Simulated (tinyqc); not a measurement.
## Ballistic Schottky-barrier transistor with a one-dimensional channel, WKB contacts: ambipolar transfer curve

Source Fermi level 0, drain Fermi level -Vd. Far from the contacts Ec = pn - psi, and the gate moves psi one to one; the band edges relax as exp(-x/lam) from pn at the source and pn - Vd at the drain; Ev = Ec - Eg. A carrier of energy w inside the channel band meets at a contact a barrier of height D (the contact edge beyond the channel edge): T = 1 for w >= D, else exp(-S), S = 4 lam sqrt(m/C) [sqrt(D - w) - sqrt(w) arctan sqrt((D - w)/w)], C = hbar^2/(2 m0). The two contacts combine as Ts Td/(Ts + Td - Ts Td).

I = g (2 q^2/h) int T(w) [f(Es + w) - f(Ed + w)] dw, f(y) = 1/(1 + exp(y/Vt)). Electrons: Ds = psi, Dd = psi - Vd, Es = Ec, Ed = Ec + Vd. Holes: Ds = -psi, Dd = Vd - psi, Es = -Ev, Ed = -Ev - Vd. The size of each current is taken; both flow from drain to source and add. The integrals are converged. Swing = d(psi)/d(log10 I).

Values chosen for this exercise; channel values close to those of a germanium nanowire:

| symbol | value | unit | meaning |
|---|---|---|---|
| T | 250 | K | temperature |
| Eg | 0.66 | eV | band gap |
| pn | 0.34 | eV | barrier for electrons at both contacts |
| mn | 0.12 | m0 | electron mass |
| mp | 0.15 | m0 | hole mass |
| g | 2 |  | valleys or subbands |
| lam | 3 | nm | screening length at the contacts |
| Vd | 0.05 | V | drain bias |

Constants: q = 1.602176634e-19 C, kB = 1.380649e-23 J/K, hbar = 1.054571817e-34 J s, h = 6.62607015e-34 J s, m0 = 9.1093837015e-31 kg, Vt = kB T/q, hbar^2/(2 m0) = 0.0380998212 eV nm^2. Results are converted to the units shown.

Ambipolar transfer curve:
```
ps (V),electrons (uA),holes (uA),I (uA),swing (mV/decade)
-0.26,2.417e-12,0.002085,0.002085,-86.79
-0.19,6.228e-11,3.249e-4,3.249e-4,-88.72
-0.12,1.605e-9,5.706e-5,5.706e-5,-97.19
-0.05,4.136e-8,1.159e-5,1.163e-5,-104.9
0.02,7.619e-7,2.389e-6,3.151e-6,-200.2
0.08,3.267e-6,2.648e-7,3.531e-6,125.6
0.15,1.726e-5,1.028e-8,1.727e-5,94.05
0.22,1.045e-4,3.987e-10,1.045e-4,85.49
0.29,7.379e-4,1.547e-11,7.379e-4,80.35
0.35,0.004012,9.550e-13,0.004012,85.81
0.42,0.02013,3.706e-14,0.02013,121.7
0.49,0.05939,1.438e-15,0.05939,184.0
```

I goes from 0.00209 through a minimum of 3.15e-6 (at ps = 0.02 V among the rows listed) to 0.0594 uA; the exact minimum lies at psi = 0.0536 V. Holes carry the left branch and electrons the right. The ratio of the last row to the smallest is 18800 and of the first row 662, with barriers of 0.34 eV for electrons and 0.320 eV for holes. The steepest swing among the rows is 80.3 mV/decade, against the thermionic limit 49.6.

Range of the model: No scattering, image-force lowering, channel charge or band-to-band tunnelling; parabolic kappa overstates S deep in the gap.

Program tinyqc, `OMP_NUM_THREADS=1 python tinyqc.py 2390067 2390068 out.jsonl`; Intel Xeon 2.30GHz, shared host, one thread, about 0.03 s.
